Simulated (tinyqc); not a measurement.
Energy relaxation with and without hot phonons: decay of LO phonons and the hot-phonon bottleneck in the cooling of electrons. Computed by tinyqc, a small Python program. Command: `OMP_NUM_THREADS=1 python tinyqc.py 3026041 3026042 out.jsonl hotphonon walk`. One thread of a shared host (Intel(R) Xeon(R) Processor @ 2.30GHz), about 0.01 s of CPU time with the checks.

n(E, T) = 1/(exp(E/(k_B T)) - 1) is the Bose occupation. Electrons have a temperature T_e; the LO modes within their reach share one occupation N; the decay products stay at the lattice temperature.

Inputs (values chosen for the exercise, modelled on gallium oxide):
```
quantity,value,unit
LO energy hbar omega,45,meV
"lifetime at T = 0, tau_0",2,ps
share f of the energy in the softer product,0.4,-
lattice temperature T,77,K
electron mass m*,0.285,m_0
eps_inf,3.71,-
static dielectric constant eps_s,10.3,-
electron density n,7.3e+17,1/cm^3
"density of LO modes that the electrons reach, N_m",6.8e+19,1/cm^3
```

Decay channel: two unequal phonons (Ridley).

Constants: k_B = 8.617333262e-05 eV/K; c = 299792458 m/s; e^2/(4 pi eps_0) = 14.39964548 eV angstrom; hbar^2/(2 m_0) = 3.80998212 eV angstrom^2; hbar = 6.582119569e-16 eV s; e = 1.602176634e-19 C; k_B = 1.380649e-23 J/K.

Method:
- Decay rate 1/tau = (1/tau_0) [1 + n(f hbar omega) + n((1 - f) hbar omega)].
- Full width Gamma = 1/(2 pi c tau) in 1/cm, c in cm/s.
- Froehlich coupling alpha = (e^2/(4 pi eps_0)) (1/eps_inf - 1/eps_s) k_0/(2 hbar omega), k_0 = sqrt(m* hbar omega/(hbar^2/(2 m_0))); emission time tau_sp = hbar/(2 alpha hbar omega); bottleneck ratio r = (n/N_m) tau/tau_sp.
- Net emission per electron: [(N + 1) x - N]/tau_sp with x = exp(-hbar omega/(k_B T_e)), a simple two-level balance; steady state of the modes: n [(N + 1) x - N]/tau_sp = N_m (N - N_0)/tau; power per electron P = hbar omega [(N + 1) x - N]/tau_sp.
- P(T_e) = (hbar omega/tau_sp) [(N_0 + 1) x - N_0]/[1 + r (1 - x)], and r = 0 without hot phonons; energy relaxation time tau_E = (3/2) k_B (T_e - T)/P.

emission time tau_sp = 4.56849 fs

equilibrium LO occupation N_0 = 0.00113545

bottleneck ratio r = 4.31777

phonon lifetime tau = 1.83746 ps

Cooling:
```
T_e (K),"P, cold phonons (nW)","P, hot phonons (nW)",ratio,tau_E (ps),N
107,10.206,1.9312,5.2850,0.32172,0.0064190
157,54.978,10.649,5.1626,0.15558,0.030271
227,156.54,32.045,4.8851,0.096942,0.088808
377,393.65,92.905,4.2371,0.066874,0.25532
577,637.34,178.47,3.5711,0.058019,0.48943
877,869.26,295.94,2.9373,0.055984,0.81081
1380,1080.4,457.74,2.3603,0.058953,1.2535
2080,1227.4,626.64,1.9586,0.066197,1.7156
```

What does the comparison show, and why?

Reabsorption cuts the loss by a factor 5.28 at the lowest T_e and 1.96 at the highest; the factor is 1 + r (1 - x) with r = 4.32. tau_E runs from 0.32 to 0.066 ps, with its shortest value, 0.056 ps, at T_e = 877 K, against tau_sp = 4.6 fs and a phonon lifetime of 1.8 ps. Pauli blocking is left out, as are upper valleys and non-parabolic bands, which can matter above about 1000 K. Caution: alpha is above 1/2, so hbar/tau_sp exceeds hbar omega and the emission time, a weak-coupling result, is only rough.

Extremes, crossings and ranges named in words are read from the listed rows.
